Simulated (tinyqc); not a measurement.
# Changing the allowed failure fraction F

Model: time-dependent dielectric breakdown: cell percolation, Weibull statistics, area scaling and voltage extrapolation. Computed by tinyqc, a small Python program. Command: `OMP_NUM_THREADS=1 python tinyqc.py 3025339 3025340 out.jsonl tddb sweep`. One thread of a shared host (Intel(R) Xeon(R) Processor @ 2.30GHz), about 0.01 s of CPU time with the checks.

The oxide is divided into columns of area a^2, each holding m = t_ox/a cells (m is taken as continuous). A share lambda(t) = (t/t_1)^alpha of the cells is defective, and a column whose cells are all defective breaks down.

Inputs (values chosen for the exercise, for a model gate oxide):

| quantity | value | unit |
|---|---|---|
| oxide thickness t_ox | 1.5 | nm |
| defect cell size a | 1.2 | nm |
| exponent alpha of defect growth | 0.9 | - |
| time t_1 at which the occupied share would reach 1 | 8.3e+10 | s |
| test area A | 40 | um^2 |
| product area A_u | 300000 | um^2 |
| stress voltage V | 2.33 | V |
| use voltage V_u | 1.1 | V |
| local exponent n = -d ln t/d ln V at the stress voltage | 47 | - |
| activation energy E_a | 0.43 | eV |
| stress temperature T | 105 | C |
| use temperature T_u | 55 | C |

Voltage law used: power.

Constants: k_B = 8.617333262e-05 eV/K.

Method:
- Failure fraction F = 1 - (1 - lambda^m)^N with N = A/a^2 columns, which for small lambda^m is 1 - exp(-(t/t63)^beta) with beta = alpha m and t63 = t_1 N^(-1/beta); critical share lambda(t63) = N^(-1/m). 1 um^2 = 1e6 nm^2.
- All three voltage laws share the slope n at the stress voltage. Factor t(V_u)/t(V): E law exp(n (1 - V_u/V)); 1/E law exp(n (V/V_u - 1)); power law (V/V_u)^n.
- Temperatures in kelvin are T(C) + 273.15.
- Temperature factor exp[(E_a/k_B)(1/T_u - 1/T)]; area factor (A/A_u)^(1/beta); percentile factor (-ln(1 - F))^(1/beta); life = t63 x all four; 1 year = 3.15576e7 s.

One run for each value:

| allowed failure fraction F | projected life (years) | percentile factor |
|---|---|---|
| 1.00e-07 | 2.138e+03 | 5.995e-07 |
| 1.00e-06 | 1.656e+04 | 4.642e-06 |
| 1.00e-05 | 1.282e+05 | 3.594e-05 |
| 1.00e-04 | 9.926e+05 | 2.783e-04 |
| 1.00e-03 | 7.689e+06 | 2.155e-03 |
| 1.00e-01 | 4.826e+08 | 1.353e-01 |
| 5.00e-01 | 2.575e+09 | 7.220e-01 |

Give the missing row, allowed failure fraction F = 1.00e-02.

Computed row:
```
allowed failure fraction F  projected life (years)  percentile factor
1.00e-02                                 5.977e+07          1.676e-02
```

Interpolating between the two neighbouring rows (the first column on a logarithmic scale, the others too where they are positive) misses most in percentile factor, by 1.9 %. Over the rows, projected life (years) rises from 2140 to 2.58e9 (exponent d ln y / d ln x 0.89 between the first rows and 1.0 between the last); percentile factor rises from 5.99e-7 to 0.722 (exponent d ln y / d ln x 0.89 between the first rows and 1.0 between the last). For small F the life scales as F^(1/beta), 1/beta = 0.889.

Caution (all rows): t_1 is an input here; in a real oxide it changes with thickness at fixed voltage. Caution (all rows): a voltage factor of more than nine decades rests wholly on the chosen law and cannot be tested.
